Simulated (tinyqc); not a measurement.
Bethe-Salpeter matrix of a two-band chain (Tamm-Dancoff form): sweeps and comparisons. A value that a table varies takes the place of the one given here.

One valence and one conduction band, lattice period 1, mesh k = 2 pi j/N. Pair energies D(k) = Eg + 2 t sum(1 - cos k), t = tc + tv. Screened attraction W(R) = U at R = 0 and V/|R| otherwise, R over the N cells with the nearest image; W(q) = sum_R W(R) cos(q R). H(k, k') = D(k) delta - W(k - k')/Nk + 2 J/Nk for singlets (J = 0 for triplets), Nk the number of k points. With a constant transition dipole the strength of a state is f = (sum_k A_k)^2/Nk, and the f sum to 1.

Values chosen for the exercise:
- Eg = 2.7 eV (quasiparticle gap)
- tc = 0.14 eV (conduction hopping)
- tv = 0.58 eV (valence hopping)
- U = 1.72 eV (attraction in the same cell)
- V = 0 eV (attraction at one cell distance)
- J = 0.6 eV (exchange in the same cell)
- fs = (0.2, 0.4, 0.7, 1, 1.4, 2, 2.6) (scale factors of U and V)

## Convergence with the k mesh

Lowest triplet and singlet, and f of the singlet, against N.

Results:

| N | Eg - E triplet (eV) | Eg - E singlet (eV) | f singlet |
|---|---|---|---|
| 4 | 0.8459 | 0.1635 | 0.3863 |
| 6 | 0.8092 | 0.1255 | 0.3325 |
| 8 | 0.8040 | 0.1086 | 0.3176 |
| 12 | 0.8032 | 0.0957 | 0.3219 |
| 20 | 0.8032 | 0.0913 | 0.3369 |
| 40 | 0.8032 | 0.0910 | 0.3396 |
| 100 | 0.8032 | 0.0910 | 0.3396 |

How do the results move?

The coarsest mesh misjudges the singlet binding by +0.0725 eV against the finest: a mesh of N points along an axis repeats the pair every N cells. The triplet is within 1 meV of the last row from N = 8 on. The singlet is within 1 meV of the last row from N = 20 on. The more tightly bound triplet is the smaller object in R, so it needs no more points than the singlet.

## Strength of the attraction

Triplets, N = 100; U and V scaled together, as weaker screening would do. f is the weight at R = 0. For V = 0 the infinite chain has binding sqrt(4 t^2 + U^2) - 2t and f = U/sqrt(4 t^2 + U^2), t = tc + tv.

Results:

| scale | U/t | binding (eV) | f | Eg - second level (eV) | contact formula (eV) |
|---|---|---|---|---|---|
| 0.20 | 0.48 | 0.0405 | 0.232 | -0.0008 | 0.0405 |
| 0.40 | 0.96 | 0.1559 | 0.431 | -0.0008 | 0.1559 |
| 0.70 | 1.67 | 0.4370 | 0.641 | -0.0007 | 0.4370 |
| 1.0 | 2.39 | 0.8032 | 0.767 | -0.0007 | 0.8032 |
| 1.4 | 3.34 | 1.3657 | 0.858 | -0.0007 | 1.3657 |
| 2.0 | 4.78 | 2.2892 | 0.922 | -0.0007 | 2.2892 |
| 2.6 | 6.21 | 3.2581 | 0.952 | -0.0007 | 3.2581 |

What does this show?

The binding grows with exponent 1.94 between scales 0.2 and 0.4 and 1.35 over the last two rows (for a weak contact attraction 2 in a chain and larger in a plane, where it binds exponentially weakly, 1 for a pair held in one cell). f rises from 0.232 to 0.952. On this mesh no second level lies below the gap. The binding exceeds Eg in the rows from scale 2.6 on, where the ground state itself would be unstable. 

## Exciton band

Triplets, solved in the electron-hole distance R on a ring of 60 cells, total momentum Q: D = Eg + 2 tc (1 - cos(k + Q/2)) + 2 tv (1 - cos(k - Q/2)), so the hopping in R has size |t(Q)| = sqrt(tc^2 + tv^2 + 2 tc tv cos Q) and the continuum starts at Eg + 2 (tc + tv) - 2 |t(Q)|.

Results:

| Q/pi | \|t(Q)\| (eV) | continuum edge (eV) | exciton (eV) | binding (eV) | weight at R = 0 |
|---|---|---|---|---|---|
| 0.000 | 0.7200 | 2.7000 | 1.8968 | 0.8032 | 0.767 |
| 0.167 | 0.7047 | 2.7305 | 1.9163 | 0.8143 | 0.773 |
| 0.333 | 0.6612 | 2.8176 | 1.9704 | 0.8472 | 0.793 |
| 0.500 | 0.5967 | 2.9467 | 2.0466 | 0.9001 | 0.822 |
| 0.667 | 0.5242 | 3.0916 | 2.1257 | 0.9659 | 0.854 |
| 0.833 | 0.4641 | 3.2119 | 2.1856 | 1.0263 | 0.880 |
| 1.000 | 0.4400 | 3.2600 | 2.2080 | 1.0520 | 0.890 |

What can be read from the table?

The exciton band is 0.3112 eV wide, against 0.5600 eV for the edge of the continuum: binding narrows it, since electron and hole must hop together. The binding grows from 0.803 to 1.052 eV as |t(Q)| falls. Between the first two rows the exciton rises 0.64 times as much as the edge, so it is heavier than the free pair.

## What each parameter does

N = 100: lowest singlet, its binding and f, and the singlet-triplet splitting. Each row changes one parameter from the base and keeps the others.

Results:

| case | singlet (eV) | binding (eV) | f | splitting (eV) |
|---|---|---|---|---|
| base | 2.6090 | 0.0910 | 0.340 | 0.7122 |
| Eg = 2.9 eV | 2.8090 | 0.0910 | 0.340 | 0.7122 |
| tc = 0.18 eV | 2.6135 | 0.0865 | 0.324 | 0.6889 |
| tv = 0.35 eV | 2.5706 | 0.1294 | 0.469 | 0.8702 |
| U = 2.06 eV | 2.4627 | 0.2373 | 0.513 | 0.8361 |
| V = 0.1 eV | 2.5618 | 0.1382 | 0.330 | 0.6874 |
| J = 0.9 eV | 2.7004 | -0.0004 | 0.002 | 0.8036 |

What can be read from the table?

The largest shifts from the base row, up to three for each result and ties (the steps differ in size, so this ranks the rows, not the parameters). singlet (eV): Eg +0.2000, U -0.1462, J +0.0914. binding (eV): U +0.1462, J -0.0914, V +0.0472; unchanged at the printed digits by Eg. f: J -0.337, U +0.173, tv +0.129; unchanged at the printed digits by Eg. splitting (eV): tv +0.1580, U +0.1239, J +0.0914; unchanged at the printed digits by Eg. At zero total momentum only the sum tc + tv enters.

Computed by tinyqc, a small Python program: `OMP_NUM_THREADS=1 python tinyqc.py 1251364 1251365 out.jsonl` (the numbers bound the seed that draws the inputs); one thread of a shared host (Intel(R) Xeon(R) Processor @ 2.30GHz), about 0.07 s for the whole set of steps.
